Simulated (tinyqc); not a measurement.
Bulk resistivity and mean free path from two films.

Problem. In the thick-film limit single-crystal films obey rho = rho0 (1 + 3 (1 - ps) lam/(8 d)). Find rho0, lam and the product rho0 lam.

Parameters, values chosen for the exercise:
```
symbol,value,unit,meaning
ps,0,,specular share of surface scattering
```

rho at d = 95 and 350 nm (uohm cm): 1.9834316  1.7915029

Answer. rho is a straight line in 1/d: the intercept is rho0 and the slope (3/8)(1 - ps) rho0 lam. Without ps only the product (1 - ps) lam could be found.

rho0 = 1.72 uohm cm
lam = 38.8 nm
rho0 lam = 66.7 uohm cm nm

tinyqc, about 0.01 s, one thread, Intel Xeon 2.30GHz (shared host): `OMP_NUM_THREADS=1 python tinyqc.py 2100116 2100117 out.jsonl`
